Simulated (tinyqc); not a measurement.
# Threshold spread from leakage statistics

Question. VT is Gaussian with standard deviation s and Ioff goes as exp(-VT/(n Vt)), so Ioff is log-normal: mean/median = exp(w^2/2) with w = s/(n Vt). Find w, s, the relative standard deviation sqrt(exp(w^2) - 1) and the share of devices that leak more than the mean, erfc(w/(2 sqrt(2)))/2.

Inputs (values chosen for the exercise):
```
symbol,value,unit,meaning
T,350,K,temperature
n,1.33,,subthreshold factor
```

Constants: q = 1.602176634e-19 C, kB = 1.380649e-23 J/K, Vt = kB T/q. Results are converted to the units shown.

mean/median of the off current = 1.5049424

Solution. w = sqrt(2 ln(mean/median)); the mean lies w/2 standard deviations out in ln Ioff.

w = 0.9042
s = 36.27 mV
relative standard deviation = 1.125
share above the mean = 32.56 %

tinyqc, about 0.01 s, one thread, Intel Xeon 2.30GHz (shared host): `OMP_NUM_THREADS=1 python tinyqc.py 2090134 2090135 out.jsonl`
